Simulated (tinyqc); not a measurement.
Off-state leakage of single and stacked transistors: two steps of the calculation.

n-channel devices of unit width. Subthreshold current I(Vg, Vs, Vd) = I0 (T/300 K)^0.5 exp[(Vg - Vs - VT(T) - gb (Vs - Vb) + dd (Vd - Vs))/(nf Vt)] (1 - exp(-(Vd - Vs)/Vt)), VT(T) = VT - cT (T - 300 K). Gate-edge tunnelling Ig (Vd/1 V) exp(ag (Vd - 1 V)), for a gate at 0 V, and band-to-band leakage Ab u exp(-Bb/u), u = Vd - Vb + 1 V, flow at a drain held at V; both are taken as independent of T. In a stack of off transistors (all gates at 0 V) the same subthreshold current passes through each.

Parameters, values chosen for the exercise; values of the order met in bulk silicon logic transistors:
```
symbol  value       unit                                             meaning
T         300          K                                         temperature
V           1          V                                      supply voltage
VT       0.36          V        threshold at 300 K, zero drain and body bias
cT        0.7       mV/K              fall of the threshold with temperature
I0       0.74      uA/um                       current at threshold at 300 K
nf       1.48                                                   slope factor
dd       0.15                                drain-induced lowering per volt
gb       0.22             rise of the threshold per volt of source-body bias
Ig       2e-5      uA/um                 gate-edge tunnelling current at 1 V
ag        4.6        1/V               exponential slope of the gate current
Ab         30  uA/(um V)      prefactor of band-to-band leakage at the drain
Bb         18          V                             its exponential voltage
Vb       -0.6          V                                        body voltage
```

Constants: q = 1.602176634e-19 C, kB = 1.380649e-23 J/K, Vt = kB T/q. Results are converted to the units shown.

Question 1. Leakage of one transistor. Vg = Vs = 0, Vd = V; effective threshold VT(T) - gb Vb - dd V.

Wanted: effective threshold; parts; total; shares.

Answer 1.

effective threshold = 0.34200 V
parts (nA/um): subthreshold 0.097105, gate edge 0.020000, band-to-band 76.814
total = 76.931 nA/um
shares (%): subthreshold 0.12622, gate edge 0.025997, band-to-band 99.848

The band-to-band part is the largest.

Question 2. New Vx. Stack of two, Vx the node between them: I_low = I(0, 0, Vx), I_up = I(0, Vx, V), f = ln(I_up/I_low), f' = -(1 + gb + 2 dd)/(nf Vt) - 1/(Vt (exp(Vx/Vt) - 1)) - 1/(Vt (exp((V - Vx)/Vt) - 1)), Vx(new) = Vx - f/f'.

Vx at the start = 0.099 V

Wanted: I_low; I_up; f; f'; Vx after iteration 1.

Answer 2.

I_low = 0.0027774 nA/um
I_up = 0.0028037 nA/um
f = 0.0094146
f' = -40.586 1/V
Vx after iteration 1 = 0.099232 V

Program tinyqc, `OMP_NUM_THREADS=1 python tinyqc.py 2242013 2242014 out.jsonl`; Intel Xeon 2.30GHz, shared host, one thread, about 0.03 s.
